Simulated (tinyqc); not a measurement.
Valley-orbit splitting of a donor ground state, with strain. Changing the shear strain e_s. Computed by tinyqc, a small Python program. Command: `OMP_NUM_THREADS=1 python tinyqc.py 3000167 3000168 out.jsonl valleyorbit sweep`. One thread of a shared host (Intel(R) Xeon(R) Processor @ 2.30GHz), about 0.02 s of CPU time with the checks.

The basis is the 1s envelope in each valley; energies are counted from the unstrained conduction-band edge. The strain is e_s (a a^T - 1/3) for the unit stress axis a, so valley j along n_j moves by Xi_u e_s w_j with w_j = (n_j.a)^2 - 1/3: -1/3 for x and y, +2/3 for z.

Inputs (values chosen for the exercise, modelled on donors in silicon):
```
quantity                                    value   unit
single-valley binding energy E_0             32.2    meV
central-cell shift Lambda                    4.81    meV
coupling Delta_1                             4.22    meV
coupling Delta_2                             2.86    meV
shear deformation potential Xi_u             8.87     eV
temperature T                                  20      K
donor density N_D                         6.1e+17  cm^-3
density-of-states mass of one valley m_e     0.33    m_0
```

Valleys: six along <100>. Stress axis: [001].

Constants: k_B = 8.617333262e-05 eV/K; m_0 = 9.1093837015e-31 kg; k_B = 1.380649e-23 J/K; h = 6.62607015e-34 J s.

Method:
- H_jj = -(E_0 + Lambda) + Xi_u e_s w_j; H_jk = -Delta_2 between opposite valleys and -Delta_1 between perpendicular ones.
- Diagonalise H; the ground vector has positive components. The density at the nucleus, and so the contact hyperfine coupling, scales as (sum_j c_j)^2/(number of valleys), which is 1 without strain; the envelopes are held fixed.
- The binding energy is counted from the lowest valley edge, min_j Xi_u e_s w_j; the gap is from the ground state to the next level.
- z = sum over levels of exp(-(E - E_ground)/k_B T), the ground-state share being 1/z; N_c = 2 (2 pi m_e k_B T/h^2)^(3/2) sum_j exp(-(shift_j - lowest shift)/k_B T); n1 = N_c/(2 z) exp(-binding/k_B T), binding = lowest shift - E_ground; without compensation n = 2 N_D/(1 + sqrt(1 + 4 N_D/n1)) (Boltzmann statistics; p and higher states left out).

One run for each value; columns: (1) shear strain e_s; (2) hyperfine ratio A/A_0; (3) binding energy under strain (meV); (4) gap to the first excited state (meV); (5) free electrons n (cm^-3):
```
(1)          (2)     (3)     (4)         (5)
0.00002  0.99999  56.691  22.541  2.7407e+10
0.00004  0.99996  56.633  22.483  2.7447e+10
0.00008  0.99983  56.518  22.368  2.7604e+10
0.00016  0.99933  56.294  22.144  2.8190e+10
0.00032  0.99742  55.872  21.722  3.0214e+10
0.00063  0.99087  55.140  20.990  3.6026e+10
0.00130  0.96851  53.887  19.737  5.1346e+10
0.00250  0.92130  52.413  18.263  7.8698e+10
0.00500  0.84610  50.883  16.733  1.2267e+11
```

Over the rows, hyperfine ratio A/A_0 falls from 1.000 to 0.846; binding energy under strain (meV) falls from 56.7 to 50.9 (exponent d ln y / d ln x -0.0015 between the first rows and -0.043 between the last); gap to the first excited state (meV) falls from 22.5 to 16.7 (exponent d ln y / d ln x -0.0037 between the first rows and -0.13 between the last). Strain moves the ground state into the lowered valleys, so fewer valleys add in phase at the nucleus and less valley-orbit energy is gained.

Caution (all rows): at this donor density neighbouring orbits begin to overlap and the depth shrinks, which a fixed level leaves out.

Extremes, crossings and ranges named in words are read from the listed rows.
